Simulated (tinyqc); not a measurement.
Inside a calculation. Method: geometry optimisation on the UHF/3-21g surface (energies and gradients from PySCF), for H2, spin multiplicity 3. The optimisation ends on separated fragments, where the gradient is small because the surface is flat. One step of it, computed by the program tinyqc.

Question. Step 3: move. Quasi-Newton step p = -H^(-1) g (the inverse Hessian comes from BFGS updates; coordinates in the order x, y, z of each atom); steps longer than 0.5 bohr are cut back.

positions after step 2 (bohr), order 1H, 2H:
$$\begin{pmatrix}
0.000000 & 0.000000 & -0.586217 \\
0.000000 & 0.000000 & 1.995952
\end{pmatrix}$$

gradient (hartree/bohr), order 1H, 2H:
$$\begin{pmatrix}
0.00000000 & 0.00000000 & 0.07174310 \\
0.00000000 & 0.00000000 & -0.07174310
\end{pmatrix}$$

inverse Hessian in use (bohr^2/hartree):
$$\begin{pmatrix}
1.666667 & 0.000000 & 0.000000 & 0.000000 & 0.000000 & 0.000000 \\
0.000000 & 1.666667 & 0.000000 & 0.000000 & 0.000000 & 0.000000 \\
0.000000 & 0.000000 & 3.005022 & 0.000000 & 0.000000 & -1.338355 \\
0.000000 & 0.000000 & 0.000000 & 1.666667 & 0.000000 & 0.000000 \\
0.000000 & 0.000000 & 0.000000 & 0.000000 & 1.666667 & 0.000000 \\
0.000000 & 0.000000 & -1.338355 & 0.000000 & 0.000000 & 3.005022
\end{pmatrix}$$

Give: positions after step 3.

Answer.

positions after step 3 (bohr), order 1H, 2H:
$$\begin{pmatrix}
0.0000 & 0.0000 & -0.8978 \\
0.0000 & 0.0000 & 2.3076
\end{pmatrix}$$
